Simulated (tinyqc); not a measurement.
Free and nearly free electrons in a metal: one step. Relaxation time and mean free path. Three cases, with inputs chosen for the exercise.

Question. Use SI units: n in 1/m^3 (1e30 per 1/angstrom^3), rho in ohm m (1e-8 per micro-ohm cm).

Drude: 1/rho = n e^2 tau/(m m0) with e = 1.602176634e-19 C and m0 = 9.1093837e-31 kg; mean free path l = vF tau; rho l = hbar kF/(n e^2) = 12 pi^3 hbar/(e^2 S) with S = 4 pi kF^2 does not depend on tau or m.

Case 1.

Values chosen (out of a larger set: near those of Cu, whose d bands this model ignores; not measured data): m = 1 m0 (mass); rho = 1.71 micro-ohm cm (bulk resistivity).

n = 0.0853776 1/angstrom^3
vF = 1.57704e+06 m/s

Case 2.

Values chosen (out of a larger set: near those of Al; not measured data): m = 1.1 m0 (mass); rho = 2.65 micro-ohm cm (bulk resistivity).

n = 0.1797075 1/angstrom^3
vF = 1.83734e+06 m/s

Case 3.

Values chosen (out of a larger set: near those of Al; not measured data): m = 1 m0 (mass); rho = 3.02 micro-ohm cm (bulk resistivity).

n = 0.1852679 1/angstrom^3
vF = 2.04171e+06 m/s

Give: tau; l; rho l.

Answer.

Case 1.

tau = 24.31 fs
l = 38.33 nm
rho l = 6.555 1e-16 ohm m^2

Wires lose conductivity to surfaces and grain boundaries, with an excess that scales as rho l over the width and is of the order of rho itself at a width of l = 38 nm.

Case 2.

tau = 8.20 fs
l = 15.06 nm
rho l = 3.991 1e-16 ohm m^2

Wires lose conductivity to surfaces and grain boundaries, with an excess that scales as rho l over the width and is of the order of rho itself at a width of l = 15 nm.

Case 3.

tau = 6.34 fs
l = 12.95 nm
rho l = 3.911 1e-16 ohm m^2

Wires lose conductivity to surfaces and grain boundaries, with an excess that scales as rho l over the width and is of the order of rho itself at a width of l = 13 nm.

Computed by tinyqc, one run a case: `OMP_NUM_THREADS=1 python tinyqc.py N N+1 out.jsonl` with N = 1650321, 1650436, 1650470; one thread of a shared Intel(R) Xeon(R) Processor @ 2.30GHz, about 0.01 s a run at most.
